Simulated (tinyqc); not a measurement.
Bandgap voltage reference from two bipolar transistors: two steps of the calculation.

Two transistors of area 1 and N carry the same current I. Is(T) = Is (T/T0)^eta exp[(Vg0 q/kB)(1/T0 - 1/T)], VBE1 = Vt ln(I/Is(T)) + I rb, VBE2 = Vt ln(I/(N Is(T))) + I rb/N. The amplifier forces I R1(T) = VBE1 - VBE2 + Vos, with R(T) = R (1 + tc (T - T0)) for both resistors, and the output is Vref = VBE1 + I R2(T). Base currents and the Early effect are neglected.

Parameters, values chosen for the exercise; values of the order met in silicon bipolar transistors: reference temperature T0 = 300 K; band-gap voltage extrapolated to 0 K Vg0 = 1.168 V; temperature exponent of the saturation current eta = 3; saturation current of the unit transistor at T0 Is = 9.7e-18 A; area ratio of the second transistor N = 15; resistor across which the difference of VBE falls, at T0 R1 = 10 kohm; temperature coefficient of both resistors tc = 0 ppm/K; offset of the amplifier Vos = 0 mV; series resistance of the unit transistor rb = 0 ohm; output resistor at T0 R2 = 69.72 kohm; temperature T = 358 K.

Constants: q = 1.602176634e-19 C, kB = 1.380649e-23 J/K. Results are converted to the units shown.

Question 1. Operating point at another temperature. Vt = kB T/q; I = (Vt ln N + Vos)/(R1(T) - rb (1 - 1/N)).

Wanted: Vt; I; Is(T); VBE1; I R2; Vref.

Answer 1.

Vt = 0.030850 V
I = 8.3543 uA
Is(T) = 2.4887e-14 A
VBE1 = 0.60564 V
I R2 = 0.58247 V
Vref = 1.1881 V

From T0 to T, VBE1 changes by -100 mV and I R2 by 94.4 mV, which leaves -5.88 mV in Vref.

Question 2. Resistor for zero slope at T0, ideal case. With tc = 0, Vos = 0 and rb = 0 the current is proportional to T, dVBE/dT = (VBE - Vg0 - (eta - 1) Vt)/T, and Vref has zero slope at T0 when Vref = Vg0 + (eta - 1) Vt0. Find VBE1, its slope, that Vref, R2/R1 and the curvature d2Vref/dT2 = -(eta - 1) kB/(q T0).

Give: VBE1; dVBE/dT; Vref; R2/R1; curvature.

Answer 2.

VBE1 = 0.7059 V
dVBE/dT = -1.713 mV/K
Vref = 1.220 V
R2/R1 = 7.339
curvature = -0.5745 uV/K^2

Program tinyqc, `OMP_NUM_THREADS=1 python tinyqc.py 2062082 2062083 out.jsonl`; Intel Xeon 2.30GHz, shared host, one thread, about 0.02 s.
